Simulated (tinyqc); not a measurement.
CCSD on RHF in the sto-3g basis, for H6, spin multiplicity 1, step by step. One step of it, computed by the program tinyqc.

Task: Integrals over molecular orbitals. (pq|rs) = sum C_ip C_jq C_kr C_ls (ij|kl), one index at a time.

coefficients C, order 1H 1s, 2H 1s, 3H 1s, 4H 1s, 5H 1s, 6H 1s:
```
[[0.177174, 0.360210, -0.425651, -0.626104, -0.736857, -0.487858],
 [0.267899, 0.408315, -0.282867, 0.384401, 0.878596, 0.827087],
 [0.366675, 0.108827, 0.436180, 0.600978, -0.304054, -1.091314],
 [0.366842, -0.109838, 0.435722, -0.600221, -0.305725, 1.091808],
 [0.267886, -0.407744, -0.283868, -0.385516, 0.877678, -0.827097],
 [0.176947, -0.359326, -0.426718, 0.627247, -0.735148, 0.487169]]
```

core Hamiltonian H = T + V (hartree), order 1H 1s, 2H 1s, 3H 1s, 4H 1s, 5H 1s, 6H 1s:
```
[[-1.729083, -1.267116, -0.313675, -0.066034, -0.006082, -0.000583],
 [-1.267116, -2.085292, -1.109828, -0.328982, -0.045518, -0.006068],
 [-0.313675, -1.109828, -2.230513, -1.433365, -0.329536, -0.066035],
 [-0.066034, -0.328982, -1.433365, -2.230777, -1.111288, -0.313671],
 [-0.006082, -0.045518, -0.329536, -1.111288, -2.085333, -1.265637],
 [-0.000583, -0.006068, -0.066035, -0.313671, -1.265637, -1.728523]]
```

Two-electron integrals (ij|kl) in chemists' order, unique and non-zero (hartree):
```
(11|11) 0.774606   (21|11) 0.363029   (21|21) 0.209028   (22|11) 0.515290
(22|21) 0.363029   (22|22) 0.774606   (31|11) 0.058671   (31|21) 0.037357
(31|22) 0.073819   (31|31) 0.008013   (32|11) 0.163444   (32|21) 0.119028
(32|22) 0.272227   (32|31) 0.029922   (32|32) 0.126075   (33|11) 0.267076
(33|21) 0.193114   (33|22) 0.451548   (33|31) 0.058671   (33|32) 0.272227
(33|33) 0.774606   (41|11) 0.008999   (41|21) 0.006030   (41|22) 0.012549
(41|31) 0.001424   (41|32) 0.005665   (41|33) 0.012552   (41|41) 0.000273
(42|11) 0.036211   (42|21) 0.025902   (42|22) 0.058560   (42|31) 0.006917
(42|32) 0.029868   (42|33) 0.073690   (42|41) 0.001422   (42|42) 0.007985
(43|11) 0.123799   (43|21) 0.086046   (43|22) 0.192846   (43|31) 0.025915
(43|32) 0.118860   (43|33) 0.362516   (43|41) 0.006024   (43|42) 0.037248
(43|43) 0.208512   (44|11) 0.184685   (44|21) 0.123910   (44|22) 0.266945
(44|31) 0.036260   (44|32) 0.163347   (44|33) 0.514939   (44|41) 0.008999
(44|42) 0.058560   (44|43) 0.362516   (44|44) 0.774606   (51|11) 0.000555
(51|21) 0.000386   (51|22) 0.000847   (51|31) 0.000103   (51|32) 0.000438
(51|33) 0.001095   (51|41) 0.000021   (51|42) 0.000120   (51|43) 0.000568
(51|44) 0.000914   (51|51) 1.84e-06   (52|11) 0.003671   (52|21) 0.002557
(52|22) 0.005692   (52|31) 0.000716   (52|32) 0.003149   (52|33) 0.008457
(52|41) 0.000157   (52|42) 0.000928   (52|43) 0.004773   (52|44) 0.008455
(52|51) 0.000014   (52|52) 0.000120   (53|11) 0.022675   (53|21) 0.015232
(53|22) 0.032863   (53|31) 0.004401   (53|32) 0.019609   (53|33) 0.058671
(53|41) 0.001038   (53|42) 0.006484   (53|43) 0.037317   (53|44) 0.073822
(53|51) 0.000103   (53|52) 0.000930   (53|53) 0.008013   (54|11) 0.070091
(54|21) 0.045702   (54|22) 0.095206   (54|31) 0.012686   (54|32) 0.055040
(54|33) 0.163594   (54|41) 0.003063   (54|42) 0.019602   (54|43) 0.119043
(54|44) 0.272648   (54|51) 0.000321   (54|52) 0.003152   (54|53) 0.029959
(54|54) 0.126419   (55|11) 0.134037   (55|21) 0.085385   (55|22) 0.173039
(55|31) 0.022675   (55|32) 0.095109   (55|33) 0.267076   (55|41) 0.005279
(55|42) 0.032819   (55|43) 0.192960   (55|44) 0.451853   (55|51) 0.000555
(55|52) 0.005692   (55|53) 0.058671   (55|54) 0.272648   (55|55) 0.774606
(61|11) 0.000039   (61|21) 0.000027   (61|22) 0.000058   (61|31) 0.000008
(61|32) 0.000033   (61|33) 0.000091   (61|41) 1.68e-06   (61|42) 0.000010
(61|43) 0.000052   (61|44) 0.000091   (61|51) 1.55e-07   (61|52) 1.29e-06
(61|53) 0.000010   (61|54) 0.000033   (61|55) 0.000058   (61|61) 1.40e-08
(62|11) 0.000380   (62|21) 0.000256   (62|22) 0.000554   (62|31) 0.000073
(62|32) 0.000319   (62|33) 0.000912   (62|41) 0.000017   (62|42) 0.000102
(62|43) 0.000567   (62|44) 0.001092   (62|51) 1.62e-06   (62|52) 0.000014
(62|53) 0.000120   (62|54) 0.000438   (62|55) 0.000845   (62|61) 1.55e-07
(62|62) 1.83e-06   (63|11) 0.003835   (63|21) 0.002515   (63|22) 0.005276
(63|31) 0.000703   (63|32) 0.003058   (63|33) 0.008999   (63|41) 0.000166
(63|42) 0.001036   (63|43) 0.006024   (63|44) 0.012552   (63|51) 0.000017
(63|52) 0.000157   (63|53) 0.001424   (63|54) 0.005673   (63|55) 0.012552
(63|61) 1.68e-06   (63|62) 0.000021   (63|63) 0.000273   (64|11) 0.017289
(64|21) 0.011090   (64|22) 0.022668   (64|31) 0.002987   (64|32) 0.012668
(64|33) 0.036260   (64|41) 0.000703   (64|42) 0.004393   (64|43) 0.025915
(64|44) 0.058671   (64|51) 0.000073   (64|52) 0.000716   (64|53) 0.006928
(64|54) 0.029959   (64|55) 0.073822   (64|61) 0.000008   (64|62) 0.000102
(64|63) 0.001424   (64|64) 0.008013   (65|11) 0.067925   (65|21) 0.042713
(65|22) 0.085279   (65|31) 0.011080   (65|32) 0.045596   (65|33) 0.123799
(65|41) 0.002512   (65|42) 0.015191   (65|43) 0.085974   (65|44) 0.192960
(65|51) 0.000257   (65|52) 0.002554   (65|53) 0.025915   (65|54) 0.119043
(65|55) 0.362516   (65|61) 0.000027   (65|62) 0.000385   (65|63) 0.006024
(65|64) 0.037317   (65|65) 0.208512   (66|11) 0.109357   (66|21) 0.067993
(66|22) 0.134003   (66|31) 0.017289   (66|32) 0.069994   (66|33) 0.184685
(66|41) 0.003835   (66|42) 0.022635   (66|43) 0.123799   (66|44) 0.267076
(66|51) 0.000381   (66|52) 0.003670   (66|53) 0.036260   (66|54) 0.163594
(66|55) 0.514939   (66|61) 0.000039   (66|62) 0.000554   (66|63) 0.008999
(66|64) 0.058671   (66|65) 0.362516   (66|66) 0.774606
```

Give: one-electron integrals over orbitals h = C^T H C; Two-electron integrals over orbitals.

Result:

one-electron integrals over orbitals h = C^T H C (hartree):
```
[[-2.306, 0.000, -0.146, 0.000, -0.073, 0.000],
 [0.000, -2.064, 0.000, -0.193, 0.000, -0.053],
 [-0.146, 0.000, -1.984, 0.000, 0.165, 0.000],
 [0.000, -0.193, 0.000, -1.671, 0.000, 0.157],
 [-0.073, 0.000, 0.165, 0.000, -1.350, 0.000],
 [0.000, -0.053, 0.000, 0.157, 0.000, -1.185]]
```

Two-electron integrals over orbitals (pq|rs), unique and non-zero (hartree):
```
(11|11) 0.428       (21|11) -1.24e-04   (21|21) 0.130       (22|11) 0.341
(22|21) 3.26e-04    (22|22) 0.387       (31|11) 0.082       (31|21) -5.76e-05
(31|22) -0.042      (31|31) 0.116       (32|11) -9.57e-05   (32|21) -0.115
(32|22) -2.99e-04   (32|31) -1.86e-04   (32|32) 0.137       (33|11) 0.383
(33|21) -3.06e-04   (33|22) 0.352       (33|31) 0.034       (33|32) 2.82e-04
(33|33) 0.384       (41|11) -3.80e-05   (41|21) 0.044       (41|22) -7.91e-05
(41|31) 9.61e-05    (41|32) 0.009       (41|33) 5.54e-05    (41|41) 0.081
(42|11) 0.069       (42|21) -2.04e-04   (42|22) 3.64e-03    (42|31) 0.056
(42|32) 4.48e-05    (42|33) 0.011       (42|41) -9.98e-05   (42|42) 0.079
(43|11) 2.06e-04    (43|21) 0.073       (43|22) 1.67e-04    (43|31) 2.43e-04
(43|32) -0.073      (43|33) -1.19e-04   (43|41) 0.013       (43|42) 1.34e-04
(43|43) 0.089       (44|11) 0.385       (44|21) -2.59e-04   (44|22) 0.354
(44|31) 0.032       (44|32) 2.20e-04    (44|33) 0.375       (44|41) 1.62e-05
(44|42) 0.022       (44|43) -7.50e-05   (44|44) 0.391       (51|11) 0.007
(51|21) 5.41e-05    (51|22) 0.032       (51|31) -0.029      (51|32) 7.70e-05
(51|33) -0.013      (51|41) 3.15e-05    (51|42) 0.034       (51|43) 5.59e-05
(51|44) -2.53e-03   (51|51) 0.051       (52|11) 1.20e-04    (52|21) 0.033
(52|22) -5.86e-06   (52|31) 1.59e-04    (52|32) 1.81e-03    (52|33) 6.01e-05
(52|41) 0.055       (52|42) 1.05e-04    (52|43) -0.036      (52|44) 5.17e-05
(52|51) 1.11e-04    (52|52) 0.087       (53|11) -0.076      (53|21) 1.94e-04
(53|22) -0.008      (53|31) -0.060      (53|32) -1.52e-05   (53|33) -0.025
(53|41) 9.57e-05    (53|42) -0.074      (53|43) -1.66e-04   (53|44) -0.020
(53|51) -0.027      (53|52) -8.18e-05   (53|53) 0.080       (54|11) 5.26e-05
(54|21) 0.117       (54|22) 2.80e-04    (54|31) 1.51e-04    (54|32) -0.130
(54|33) -3.04e-04   (54|41) 1.85e-03    (54|42) -5.57e-05   (54|43) 0.075
(54|44) -2.50e-04   (54|51) -4.82e-05   (54|52) 1.94e-03    (54|53) 4.18e-05
(54|54) 0.140       (55|11) 0.359       (55|21) 2.59e-04    (55|22) 0.393
(55|31) -0.030      (55|32) -2.34e-04   (55|33) 0.366       (55|41) -5.57e-05
(55|42) 0.010       (55|43) 1.57e-04    (55|44) 0.375       (55|51) 0.032
(55|52) 8.24e-06    (55|53) -0.013      (55|54) 2.40e-04    (55|55) 0.420
(61|11) 5.02e-05    (61|21) -1.65e-03   (61|22) 5.17e-05    (61|31) 2.55e-05
(61|32) -0.019      (61|33) -3.84e-05   (61|41) -0.030      (61|42) 5.38e-05
(61|43) -0.045      (61|44) -2.62e-05   (61|51) -3.37e-05   (61|52) 0.031
(61|53) -3.59e-05   (61|54) 0.016       (61|55) 3.71e-05    (61|61) 0.067
(62|11) 0.011       (62|21) 7.35e-05    (62|22) 0.036       (62|31) -0.026
(62|32) 5.58e-05    (62|33) -3.17e-03   (62|41) 5.61e-05    (62|42) 0.029
(62|43) 6.77e-05    (62|44) -5.00e-03   (62|51) 0.046       (62|52) 1.25e-04
(62|53) -0.031      (62|54) -4.86e-05   (62|55) 0.035       (62|61) -4.22e-05
(62|62) 0.048       (63|11) 3.65e-05    (63|21) -0.046      (63|22) 5.88e-05
(63|31) -9.46e-05   (63|32) -4.36e-04   (63|33) -3.15e-05   (63|41) -0.076
(63|42) 1.03e-04    (63|43) -0.015      (63|44) -3.39e-05   (63|51) -2.57e-05
(63|52) -0.054      (63|53) -1.13e-04   (63|54) 4.76e-04    (63|55) 6.14e-05
(63|61) 0.029       (63|62) -4.75e-05   (63|63) 0.081       (64|11) -0.084
(64|21) 7.32e-05    (64|22) 0.034       (64|31) -0.111      (64|32) 1.62e-04
(64|33) -0.036      (64|41) -8.35e-05   (64|42) -0.058      (64|43) -2.37e-04
(64|44) -0.037      (64|51) 0.025       (64|52) -1.56e-04   (64|53) 0.061
(64|54) -1.43e-04   (64|55) 0.033       (64|61) -2.50e-05   (64|62) 0.026
(64|63) 9.20e-05    (64|64) 0.120       (65|11) -1.09e-04   (65|21) 0.133
(65|22) 3.13e-04    (65|31) -2.05e-05   (65|32) -0.119      (65|33) -3.17e-04
(65|41) 0.045       (65|42) -1.96e-04   (65|43) 0.078       (65|44) -2.72e-04
(65|51) 4.49e-05    (65|52) 0.034       (65|53) 1.88e-04    (65|54) 0.126
(65|55) 2.68e-04    (65|61) -2.54e-03   (65|62) 6.88e-05    (65|63) -0.052
(65|64) 4.18e-05    (65|65) 0.150       (66|11) 0.458       (66|21) -1.41e-04
(66|22) 0.365       (66|31) 0.089       (66|32) -9.43e-05   (66|33) 0.413
(66|41) -3.90e-05   (66|42) 0.077       (66|43) 2.27e-04    (66|44) 0.421
(66|51) 0.008       (66|52) 1.36e-04    (66|53) -0.086      (66|54) 5.26e-05
(66|55) 0.395       (66|61) 5.37e-05    (66|62) 0.013       (66|63) 4.09e-05
(66|64) -0.098      (66|65) -1.36e-04   (66|66) 0.518
```
